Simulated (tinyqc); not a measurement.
Worked calculation: RHF in the 3-21g basis, for H2, spin multiplicity 1. One step of it, computed by the program tinyqc.

Question. Orthogonalisation. S = U s U^T; symmetric (Loewdin) form X = U s^(-1/2) U^T, so that X^T S X = 1.

overlap S, lower triangle:
```
          1H 1s     1H 2s     2H 1s     2H 2s
1H 1s  1.000000
1H 2s  0.645899  1.000000
2H 1s  0.338320  0.451984  1.000000
2H 2s  0.451984  0.805574  0.645899  1.000000
```

Give: eigenvalues of S; X.

Answer.

eigenvalues of S: 0.124  0.449  0.732  2.694

X, lower triangle:
```
        1H 1s   1H 2s   2H 1s  2H 2s
1H 1s   1.252
1H 2s  -0.482   1.801
2H 1s  -0.109   0.050   1.252
2H 2s   0.050  -0.842  -0.482  1.801
```
